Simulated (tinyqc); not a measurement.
The choice of windows: band offset from the macroscopic average of a supercell potential.

A model of the planar-averaged electrostatic energy of an electron in a periodic cell of N1 periods of A (L1 = N1 n1 h) and N2 periods of B (L2 = N2 n2 h), on z_j = j h: V(z) = f VA + (1 - f) VB + F t(z), VA = V1[0] + V1[1] cos(2 pi z/(n1 h)) + V1[2] cos(4 pi z/(n1 h)), VB the same with V2, n2 and z - L1. f = [tanh(z/w) - tanh((z - L1)/w) + tanh((z - L1 - L2)/w)]/2 + 1/2; t(z) = z - L1/2 in A and (L1/L2)(L1 + L2/2 - z) beyond, so that the cell is periodic.

Running mean over n points, periodic: for odd n the plain mean of the n points centred on j; for even n the n + 1 points with half weight at both ends. The macroscopic average applies the mean over n1 points and then over n2 points.

Values chosen for the exercise (gaps near those of GaN and AlN; shifted at random, so the results belong to these values and not to a real crystal): h = 0.25 angstrom (grid step); n1 = 5 (grid points per period of A); n2 = 7 (grid points per period of B); N1 = 4 (periods of A); N2 = 5 (periods of B); V1 = (-6.45, 1.4, 0.84) eV (mean and two harmonics of the potential in A); V2 = (-6.11, 4.77, -0.03) eV (the same in B); w = 0.5 angstrom (width of the interfaces); F = 0 eV/angstrom (slope in A from opposite charges on the two interfaces).

dV read at j = 10 and 37 after means over the numbers of points listed; ripple is the spread over the five points around each.

Results:
```
windows  dV (eV)  ripple in A (meV)  ripple in B (meV)
none      -6.216               3112               7297
5 only    -1.204                  3               2614
7 only     0.588                536                  0
6 only    -0.159                314               1089
6, 8       0.384                 66                123
5, 7       0.338                 10                  0
```

Which rows can be used, and how does a wrong window show?

The last row matches both periods and lies -2 meV from the value of a thick cell, V2[0] - V1[0] = 0.340 eV. Against it the raw potential errs by -6.55 eV. No other row is within 20 meV of it. A window one point too long leaves a ripple of 314 meV in A, against 10 meV in the last row: the ripple is the sign to look for. Rows to use, with under 30 meV of ripple in both regions once the tilt is taken off: 5, 7. A row with a large ripple can hit the right value only by chance.

Program tinyqc; command `OMP_NUM_THREADS=1 python tinyqc.py 1881038 1881039 out.jsonl`; about 0.01 s on one thread of a shared Intel(R) Xeon(R) Processor @ 2.30GHz.
